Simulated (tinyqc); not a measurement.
What moves the results: short-period [001] superlattice in sp3s* tight binding. A value that a table varies takes the place of the one given here.

Planes alternate anion, cation along [001], a/4 apart; at zero in-plane momentum s, pz, s* form one block. All levels of A are shifted so that its Ev (lower root of [[Epa, Vxx], [Vxx, Epc]]) is 0, and those of B so that its Ev is -dEv. A monolayer is an anion plane and the cation plane above it; an anion between unlike cations takes the mean of the two anion levels; each bond takes the couplings of its cation. Block from an anion to the cation above: U with Vss/2 (s,s), Vsapc/2 (s,z), -Vscpa/2 (z,s), Vxx/2 (z,z), Vxapc/2 (s*,z), -Vpaxc/2 (z,s*); to the cation below: the same with the s-z and s*-z signs reversed. The cell of n + m monolayers is closed with the phase exp(2 pi i q). No spin-orbit coupling. In this block 2 (n + m) levels are filled.

For the two lowest empty levels at q = 0: energy, share of the cation weight on A, and Gamma character, the share of the cation amplitudes with Fourier index |j|/(n + m) < 1/4 along the stack (near 1: Gamma-like, near 0: folded from X).

Parameters, chosen for this exercise (A near a published set for GaAs, B for AlAs; not measured data):
```
symbol  value                                                                                           unit      meaning
pA      (-8.334, 1.042, -2.66, 3.664, 8.591, 6.721, -6.463, 1.952, 5.088, 4.49, 5.78, 4.843, 4.804)     eV        order Esa, Epa, Esc, Epc, Exa, Exc, Vss, Vxx, Vxy, Vsapc, Vscpa, Vxapc, Vpaxc
pB      (-7.511, 0.983, -1.166, 3.577, 7.475, 6.742, -6.663, 1.873, 4.281, 5.105, 5.488, 4.517, 4.982)  eV        the same for B
dEv     0.51                                                                                            eV        valence offset: Ev(B) lies this far below Ev(A)
a       5.657                                                                                           angstrom  lattice constant, taken common; strain is left out
nw      17                                                                                                        monolayers of A
n2      10                                                                                                        monolayers of A
m2      6                                                                                                         monolayers of B
```

## Equal layers of growing thickness

n = m.

Lowest empty levels:
```
n = m  layer (angstrom)  E1 (eV)  on A  Gamma  E2 (eV)  on A  Gamma
2                   5.7   1.8864  0.42   0.04   1.9604  0.69   0.88
3                   8.5   1.8550  0.18   0.00   1.9245  0.75   0.94
4                  11.3   1.8159  0.14   0.06   1.8979  0.75   0.94
6                  17.0   1.7820  0.11   0.08   1.8228  0.83   0.94
8                  22.6   1.7574  0.87   0.91   1.7753  0.10   0.11
10                 28.3   1.7147  0.95   0.99   1.7702  0.00   0.00
12                 33.9   1.6831  0.97   1.00   1.7670  0.01   0.00
14                 39.6   1.6600  0.98   1.00   1.7632  0.00   0.00
18                 50.9   1.6296  0.99   1.00   1.7605  0.00   0.00
```

At zero in-plane momentum (the in-plane X valleys are left out) the lowest level is X-like for n = 2, 3, 4 and 6 and Gamma-like for the others (a Gamma weight between about 0.35 and 0.65 marks an even mixture, at the crossover). Thin layers push the light Gamma electron up past the heavy X electron, whose share on A runs from 0.11 to 0.42, so for n = 3, 4 and 6 it lies apart from the holes in A (type II); the crossover lies between n = 6 and 8. The crossover moves with dEv and with the electron mass, which this model makes too heavy, so it comes at thinner layers than in the real system. At n = 18 the lowest level lies 0.070 eV above the lowest bulk edge of the two crystals, with 99 % of its cation weight on A.

## Miniband width against barrier thickness

nw monolayers of A and m of B; lowest empty level at q = 0 and q = 1/2. The decay constant is ln(width(4)/width(6)) over two monolayers, each a/2 thick.

Lowest miniband:
```
m  E(q = 0) (eV)  E(q = 1/2) (eV)  width (meV)  Gamma character
1         1.5934           1.6658       72.393             0.99
2         1.6126           1.6549       42.269             1.00
3         1.6226           1.6475       24.910             1.00
4         1.6281           1.6429       14.860             1.00
5         1.6313           1.6400        8.687             1.00
6         1.6331           1.6383        5.194             1.00
8         1.6348           1.6366        1.806             1.00
```

decay constant = 0.1858 1/angstrom

The width falls from 72.4 to 1.81 meV, as exp(-kappa d) with kappa = 0.186 1/angstrom, which stands for the decay constant of the barrier at this energy: each monolayer costs a factor 1.69. The level at q = 0 rises by 41 meV towards that of a single well.

## What each change does

A cell with n = n2 and m = m2. Each row changes one parameter from the base and keeps the others.

Results:
```
case           E1 (eV)  A share 1  Gamma 1  E2 (eV)  A share 2  Gamma 2
base            1.7084       0.94     0.99   1.7852       0.03     0.01
n2 = 12         1.6781       0.96     0.99   1.7849       0.02     0.00
m2 = 8          1.7130       0.95     0.99   1.7739       0.01     0.01
dEv = 0.61 eV   1.6848       0.14     0.12   1.7038       0.86     0.92
```

The largest shifts from the base row, up to three for each result and ties (the steps differ in size, so this ranks the rows, not the parameters). E1 (eV): n2 -0.0303, dEv -0.0236, m2 +0.0046. A share 1: dEv -0.80, n2 +0.02, m2 +0.01. Gamma 1: dEv -0.87; unchanged at the printed digits by n2 and m2. E2 (eV): dEv -0.0814, m2 -0.0113, n2 -0.0004. A share 2: dEv +0.83, m2 -0.01, n2 -0.00. Gamma 2: dEv +0.91, n2 -0.01; unchanged at the printed digits by m2.

Run: tinyqc, `OMP_NUM_THREADS=1 python tinyqc.py 1482585 1482586 out.jsonl`; Intel(R) Xeon(R) Processor @ 2.30GHz, one thread, shared host; about 0.5 s of CPU time with all checks.
